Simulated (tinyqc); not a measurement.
## MOSFET in the linear regime without short-channel effects, parameter extraction from computed curves: extraction methods against the body factor

Inversion charge Q = Cox n Vt W0(exp((Vg - VT)/(n Vt))), W0 the Lambert function and n = nf; u = Q/Cox; mobility mu = mu0/(1 + th1 u + th2 u^2); channel resistance Rch = (L - dL)/(W mu Q); Id = Vd/(Rch + Rsd/W). Cox = eps0 eox/tox. Small Vd, no channel-length or drain effects.

From the continuous curve Id(Vg): tangent at peak gm (V_ext = Vg - Id/gm); constant current Id = 0.1 uA W/L; peak of d2Id/dVg2; Y = Id/sqrt(gm) drawn through Vg = VT + 0.6 and VT + 0.8 V, with intercept VT_Y and slope s. Mobilities gm,max L/(W Cox Vd) and s^2 L/(W Cox Vd) with the drawn L. Last column: share of Rsd/W in the total resistance at VT + 0.8 V.

Inputs (values chosen for the exercise); channel values of the order met in silicon transistors: temperature T = 77 K; relative permittivity of the gate insulator (close to silicon dioxide) eox = 3.9; insulator thickness tox = 1 nm; low-field mobility mu0 = 460 cm^2/(V s); first mobility attenuation factor th1 = 0.53 1/V; second mobility attenuation factor th2 = 0.05 1/V^2; threshold voltage VT = 0.2 V; gate width W = 1 um; drawn gate length L = 0.18 um; drawn less effective length dL = 0.019 um; source plus drain resistance Rsd = 400 ohm um; drain voltage Vd = 0.02 V.

Constants: q = 1.602176634e-19 C, kB = 1.380649e-23 J/K, Vt = kB T/q, eps0 = 8.8541878128e-14 F/cm where lengths are in cm. Results are converted to the units shown.

Result of one run:
```
nf,V_ext (V),constant current (V),second derivative (V),VT_Y (V),mobility from gm (cm^2/(V s)),mobility from Y (cm^2/(V s)),series share (%)
1.3,0.197,0.193,0.197,0.239,310,536,67.7
```

What becomes of these results when the body factor nf is changed from 1.3 to 1.6, all else the same?

Result of the changed run:
```
nf,V_ext (V),constant current (V),second derivative (V),VT_Y (V),mobility from gm (cm^2/(V s)),mobility from Y (cm^2/(V s)),series share (%)
1.6,0.195,0.189,0.195,0.242,295,532,67.6
```

The whole series:
```
nf,V_ext (V),constant current (V),second derivative (V),VT_Y (V),mobility from gm (cm^2/(V s)),mobility from Y (cm^2/(V s)),series share (%)
1,0.199,0.197,0.198,0.236,329,540,67.9
1.1,0.198,0.196,0.197,0.237,322,539,67.8
1.2,0.198,0.195,0.197,0.238,316,537,67.8
1.3,0.197,0.193,0.197,0.239,310,536,67.7
1.4,0.196,0.192,0.196,0.240,305,535,67.7
1.5,0.196,0.190,0.196,0.241,300,533,67.6
1.6,0.195,0.189,0.195,0.242,295,532,67.6
1.7,0.194,0.187,0.195,0.243,291,531,67.5
```

The model has VT = 0.2 V and mu0 = 460 cm^2/(V s). Over the table the extracted thresholds move by 4.3 mV (tangent), 9.9 mV (constant current), 2.5 mV (second derivative), 7.3 mV (Y function). The mobility from gm falls from 329 to 291 and that from Y falls from 540 to 531 cm^2/(V s).

tinyqc, about 0.01 s, one thread, Intel Xeon 2.30GHz (shared host): `OMP_NUM_THREADS=1 python tinyqc.py 2210071 2210072 out.jsonl`
